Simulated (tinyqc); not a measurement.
Trap density from the barrier height.

Question. In a partly depleted grain with all boundary traps filled, 2 N W = Qt and VB = q N W^2/(2 eps0 eps_r). Find Qt, W and the doping at which VB would equal Vt.

Values chosen for this exercise:
```
symbol,value,unit,meaning
T,250,K,temperature
eps_r,11.7,,relative permittivity
```

Constants: q = 1.602176634e-19 C, kB = 1.380649e-23 J/K, Vt = kB T/q, eps0 = 8.8541878128e-14 F/cm where lengths are in cm. Results are converted to the units shown.

doping = 9.5e17 cm^-3
barrier height = 0.15954319 V

Answer. Eliminating W gives VB = q Qt^2/(8 eps0 eps_r N), which falls as 1/N.

Qt = 2.80e12 cm^-2
W = 14.7 nm
doping for VB = Vt = 7.04e18 cm^-3

Numbers from tinyqc (`OMP_NUM_THREADS=1 python tinyqc.py 2830191 2830192 out.jsonl`; about 0.01 s on one thread of a shared Intel Xeon 2.30GHz).
